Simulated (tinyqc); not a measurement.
Crystal pulling from the melt: segregation, interface stability, heat balance and point-defect regime: one step, computed by the program tinyqc. Command: `OMP_NUM_THREADS=1 python tinyqc.py 3000310 3000311 out.jsonl pull walk`. One thread of a shared host (Intel(R) Xeon(R) Processor @ 2.30GHz), about 0.01 s of CPU time with the checks.

A dilute solute; steady pulling with a flat interface unless it is found unstable.

Task: Heat balance and the ratio V/G. k_S G_S = k_L G_L + L V; the largest rate for this G_S, with G_L = 0, is k_S G_S/L. Voronkov: the crystal grows vacancy-rich if V/G_S > xi_c and interstitial-rich if below; at fixed G_L the neutral rate solves V = xi_c G_S(V).

Inputs (values chosen for the exercise, modelled on aluminium in silicon):
```
quantity                  value          unit
pull rate V                 1.7        mm/min
gradient in the melt G_L    5.9          K/cm
solid conductivity k_S     23.5       W/(m K)
melt conductivity k_L      56.1       W/(m K)
latent heat per volume L   4250        J/cm^3
critical ratio xi_c        0.13  mm^2/(min K)
```

Give: gradient in the solid G_S; largest rate; V/G_S; neutral pull rate.

Result:

gradient in the solid G_S = 65.326 K/cm

largest rate = 2.16728 mm/min

V/G_S = 0.26023 mm^2/(min K)

neutral pull rate = 0.30108 mm/min

V/G_S is 2.00 xi_c: vacancies survive and can cluster into voids. Latent heat makes up 78 % of the flux.
